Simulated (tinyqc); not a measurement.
Worked calculation: ion implantation: universal nuclear stopping, Lindhard-Scharff electronic stopping and a Gaussian range profile. Computed by tinyqc, a small Python program that keeps every step. Command: `OMP_NUM_THREADS=1 python tinyqc.py 3003797 3003798 out.jsonl implant walk`. One thread of a shared host (Intel(R) Xeon(R) Processor @ 2.30GHz), about 0.06 s of CPU time with the checks. Intermediate numbers are printed to about 6 digits and carried at full precision; extremes and crossings named in words are read from the listed rows.

An ion slows by elastic collisions with screened nuclei and by friction with electrons; channelling is ignored and the target is uniform.

Inputs (values chosen for the exercise, modelled on indium ions in germanium): ion atomic number Z1 = 49; ion mass M1 = 115 u; target atomic number Z2 = 32; target mass M2 = 72.63 u; target density N = 44.2 1/nm^3; ion energy E = 110 keV; scale factor of electronic stopping k = 1.2; dose Q = 3.6e+15 1/cm^2; background C_B = 7.8e+16 1/cm^3; displacement energy E_d = 15 eV; anneal budget D t = 9.2e-12 cm^2.

Follow-up: anneal.

## Stopping at the entry energy

Reduced energy eps = 32.53 M2 E/(Z1 Z2 (M1 + M2)(Z1^0.23 + Z2^0.23)), E in keV; s_n = ln(1 + 1.1383 eps)/(2 (eps + 0.01321 eps^0.21226 + 0.19593 eps^0.5)) for eps up to 30 and ln(eps)/(2 eps) above; S_n = 8.462 Z1 Z2 M1 s_n/((M1 + M2)(Z1^0.23 + Z2^0.23)) in 1e-15 eV cm^2. S_e = k 3.83 Z1^(7/6) Z2/(Z1^(2/3) + Z2^(2/3))^(3/2) sqrt(E/M1) in 1e-15 eV cm^2, E in keV. dE/dx = N (S_n + S_e); 1e-15 eV cm^2 = 0.1 eV nm^2.

reduced energy eps = 0.189290

s_n = 0.343766

S_n = 599.047 x 1e-15 eV cm^2

S_e = 118.579 x 1e-15 eV cm^2

energy loss dE/dx = 3171.91 eV/nm

Nuclear stopping carries 83 % of the loss at entry.

## Range and straggle

Path length R = int_0^E dE'/(N (S_n + S_e)); energy lost to nuclei nu = int_0^E S_n/(S_n + S_e) dE' (both with E' = E y^3 and 64 Gauss-Legendre points in y). Estimates of Lindhard type: R_p = R/(1 + M2/(3 M1)), straggle dR_p = (2/3) R_p sqrt(M1 M2)/(M1 + M2).

path length R = 48.7468 nm

projected range R_p = 40.2692 nm

straggle dR_p = 13.0764 nm

energy lost to nuclei nu = 95.7217 keV

87 % of the energy goes to nuclei over the whole path.

## Gaussian profile

C(x) = C_p exp(-(x - R_p)^2/(2 dR_p^2)) with C_p = Q/(sqrt(2 pi) dR_p), 1 nm = 1e-7 cm; the profile falls to the background at x_j = R_p + dR_p sqrt(2 ln(C_p/C_B)); the peak atomic fraction is C_p/N.

peak concentration C_p = 1.09831e+21 1/cm^3

Depth x_j where C falls to C_B = 97.4252 nm

peak atomic fraction = 0.0248487

## Damage

Kinchin-Pease count with efficiency 0.8: N_d = 0.8 nu/(2 E_d), taking all of nu as damage energy (an upper estimate, as recoils also lose energy to electrons). Spread over a depth R_p + dR_p, displacements per atom = Q N_d/(N (R_p + dR_p)).

displacements per ion N_d = 2552.58

displacements per atom = 38.9728

One displacement per atom would need a dose of 9.2e13 per cm^2 if no defects annealed. Caution: above a few tenths of a displacement per atom cascades overlap, so the count overstates new damage; heavy ions turn silicon and germanium amorphous at such levels, while light ions such as boron and metal targets anneal much of the damage.

## Anneal

Far from the surface a Gaussian stays Gaussian: sigma^2 = dR_p^2 + 2 D t; peak Q/(sqrt(2 pi) sigma); x_j = R_p + sigma sqrt(2 ln(peak/C_B)).

width sigma = 44.8441 nm

peak after the anneal = 3.20264e+20 1/cm^3

x_j after the anneal = 223.200 nm

x_j moves by 126 nm. Caution: the width is no longer small against R_p, so the surface reflects or loses dopant and the free Gaussian is only a guide.

## Nuclear against electronic stopping over energy

The formulas are those given above.

Stopping (1e-15 eV cm^2) and range:
```
E (keV)          eps      S_n      S_e   R (nm)      nu/E
1        1.72082e-03  128.493   11.306    3.920  0.914760
2        3.44164e-03  180.259   15.989    5.263  0.916864
5        8.60411e-03  268.800   25.281    8.009  0.916546
10       1.72082e-02  348.587   35.753   11.323  0.913477
20       3.44164e-02  433.567   50.562   16.494  0.907257
50       8.60411e-02  537.860   79.946   28.635  0.892305
100      1.72082e-01  593.866  113.060   45.571  0.873478
200      3.44164e-01  613.291  159.891   75.912  0.844557
500      8.60411e-01  563.935  252.810  160.556  0.781103
```

Nuclear stopping peaks near 200 keV among these rows (eps = 0.34; the universal curve peaks near 0.3). Nuclear stopping leads throughout. The path length grows as E^0.43 at the low end and E^0.82 at the high end; constant stopping would give E^1, and stopping that rises with E, be it nuclear (below its peak) or electronic, gives a lower exponent.

Checks made by the program: range against adaptive quadrature (relative difference 5e-06).
